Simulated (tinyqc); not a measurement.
# Biaxially strained (001) channel, valley splitting in an inversion layer: effect of the temperature

A thin layer grown on a relaxed buffer is stretched in the plane. The two valleys with their long axis along the growth direction (D2) sink against the four in-plane ones (D4); confinement in a triangular well splits them too. Only the lowest subband of each set is kept; one relaxation time, so the weakening of intervalley scattering is left out.

e_par = b1 x, e_perp = -2 (c12/c11) e_par, splitting D = Xu (e_par - e_perp), in-plane stress (c11 + c12 - 2 c12^2/c11) e_par. Levels E(m) = 2.33811 (hbar^2 q^2 F^2/(2 m))^(1/3): E2 = E(ml), E4 = E(mt) + D; N2 = 2 mt kB T/(pi hbar^2), N4 = 4 sqrt(mt ml) kB T/(pi hbar^2). EF solves Ns = N2 ln(1 + exp((EF - E2)/Vt)) + N4 ln(1 + exp((EF - E4)/Vt)); f2 is the share in D2, and 1/mc = f2/mt + (1 - f2)(1/mt + 1/ml)/2. The gain is mc(x = 0)/mc.

Parameters, values chosen for the exercise; values close to those of silicon on relaxed silicon-germanium:
```
symbol   value   unit                                meaning
x         0.09         germanium share of the relaxed buffer
b1      0.0418                   lattice mismatch per unit x
c11        163    GPa                       elastic constant
c12       64.6    GPa                       elastic constant
Xu        8.95     eV            shear deformation potential
ml       0.907     m0                      longitudinal mass
mt       0.194     m0                        transverse mass
F         0.51  MV/cm                        confining field
Ns      1.7e12  cm^-2                      inversion density
```

Constants: q = 1.602176634e-19 C, kB = 1.380649e-23 J/K, hbar = 1.054571817e-34 J s, m0 = 9.1093837015e-31 kg, Vt = kB T/q, hbar^2/(2 m0) = 0.0380998212 eV nm^2. Results are converted to the units shown.

The same in every row: D (meV) = 60.36.

Result of one run:
```
f2 without strain      f2  mc (m0)   gain
0.6298             0.8957   0.2023  1.122
```

Which temperature T gave this result: 195, 285, 375, 420 or 465 K?

T = 420 K.

The whole series:
```
T (K)  f2 without strain      f2  mc (m0)   gain
150               0.9807  0.9998   0.1940  1.008
195               0.9373  0.9981   0.1941  1.025
240               0.8750  0.9920   0.1946  1.048
285               0.8065  0.9789   0.1956  1.073
330               0.7406  0.9577   0.1973  1.095
375               0.6813  0.9293   0.1995  1.111
420               0.6298  0.8957   0.2023  1.122
465               0.5855  0.8590   0.2054  1.128
```

As T goes from 150 to 465 K, f2 falls from 1.00 to 0.859 (without strain: it falls from 0.981 to 0.586) and the gain rises from 1.01 to 1.13.

Numbers from tinyqc (`OMP_NUM_THREADS=1 python tinyqc.py 2530131 2530132 out.jsonl`; about 0.01 s on one thread of a shared Intel Xeon 2.30GHz).
